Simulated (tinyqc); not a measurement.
# MESFET, gradual channel with velocity saturation: two studies

A uniformly doped n-type channel, depleted from the top by a Schottky gate; at channel potential V the depleted share of a is u = sqrt((Vbi - Vg + V)/Vp), s at the source. Electrons drift with v = mu E/(1 + mu E/vsat). Abrupt depletion edge, no series resistance, source at 0.

Values chosen for this exercise; material values those of a made-up semiconductor:
- T = 300 K (temperature)
- eps_r = 14.2 (relative permittivity of the semiconductor)
- Nc = 4.87e17 cm^-3 (conduction-band density of states at T)
- Nd = 2.3e16 cm^-3 (donor density of the channel)
- a = 440 nm (channel thickness)
- mu = 3400 cm^2/(V s) (low-field mobility at this doping)
- vsat = 1.7e7 cm/s (saturation velocity)
- L = 5 um (gate length)
- W = 50 um (gate width)
- phiB = 0.81 V (Schottky barrier)
- Vg = -1.1 V (gate voltage)

Constants: q = 1.602176634e-19 C, kB = 1.380649e-23 J/K, Vt = kB T/q, eps0 = 8.8541878128e-14 F/cm where lengths are in cm. Results are converted to the units shown.

Each table varies one quantity; the others keep the values above.

## Effect of the saturation velocity on saturation

Vbi = phiB - Vt ln(Nc/Nd); Vp = q Nd a^2/(2 eps0 eps_r); G0 = q mu Nd a W/L; Z = mu Vp/(vsat L); s = sqrt((Vbi - Vg)/Vp). I = (G0 Vp/3) F/(1 + Z (u^2 - s^2)), F = 3 (u^2 - s^2) - 2 (u^3 - s^3), with u at V = Vd; Z = 0 gives constant mobility, for which u stops at 1. The current peaks at u = um, the root of (1 - u)(1 + Z (u^2 - s^2)) = Z F/3; beyond Vdsat = Vp (um^2 - s^2) it is held at that value. gm = G0 (um - s)/(1 + Z (um^2 - s^2)).

The same in every row: Isat for Z = 0 (mA) = 0.5254.

Result of one run:
```
vsat (cm/s),Z,um,Vdsat (V),Isat (mA),gm (mS)
7.7e6,2.506,0.9525,0.7428,0.2966,0.4964
```

What becomes of these results when the saturation velocity vsat is changed from 7.7e6 to 2e7 cm/s, all else the same?

Result of the changed run:
```
vsat (cm/s),Z,um,Vdsat (V),Isat (mA),gm (mS)
2e7,0.9646,0.9754,0.8683,0.3985,0.7323
```

The whole series:
```
vsat (cm/s),Z,um,Vdsat (V),Isat (mA),gm (mS)
3e6,6.431,0.9227,0.5846,0.1879,0.2830
4.8e6,4.019,0.9381,0.6657,0.2409,0.3823
7.7e6,2.506,0.9525,0.7428,0.2966,0.4964
1.2e7,1.608,0.9643,0.8071,0.3472,0.6088
2e7,0.9646,0.9754,0.8683,0.3985,0.7323
3.1e7,0.6223,0.9827,0.9088,0.4343,0.8244
5e7,0.3858,0.9886,0.9415,0.4640,0.9050
```

As vsat goes from 3e6 to 5e7 cm/s, Vdsat rises from 0.585 to 0.941 V, Isat rises from 0.188 to 0.464 mA and gm rises from 0.283 to 0.905 mS. Isat is 0.358 of the constant-mobility value in the first row and 0.883 in the last.

## Effect of the channel thickness on saturation

Same model as above.

Result of one run:
```
a (nm),Z,um,Vdsat (V),Isat (mA),Isat for Z = 0 (mA),gm (mS)
880,4.539,0.7373,4.339,7.240,26.93,1.353
```

What becomes of these results when the channel thickness a is changed from 880 to 600 nm, all else the same?

Result of the changed run:
```
a (nm),Z,um,Vdsat (V),Isat (mA),Isat for Z = 0 (mA),gm (mS)
600,2.110,0.8787,2.242,2.280,4.861,1.148
```

The whole series:
```
a (nm),Z,um,Vdsat (V),Isat (mA),Isat for Z = 0 (mA),gm (mS)
410,0.9854,0.9863,0.5652,0.1762,0.2184,0.5201
490,1.407,0.9443,1.307,0.8543,1.365,0.8989
600,2.110,0.8787,2.242,2.280,4.861,1.148
720,3.039,0.8123,3.182,4.233,11.73,1.276
880,4.539,0.7373,4.339,7.240,26.93,1.353
```

As a goes from 410 to 880 nm, Vdsat rises from 0.565 to 4.34 V, Isat rises from 0.176 to 7.24 mA and gm rises from 0.520 to 1.35 mS. Isat is 0.807 of the constant-mobility value in the first row and 0.269 in the last. At a = 410 nm the open channel at the source, (1 - s) a, is under two Debye lengths, so the abrupt edge is rough.

Program tinyqc, `OMP_NUM_THREADS=1 python tinyqc.py 2500137 2500138 out.jsonl`; Intel Xeon 2.30GHz, shared host, one thread, about 0.06 s.
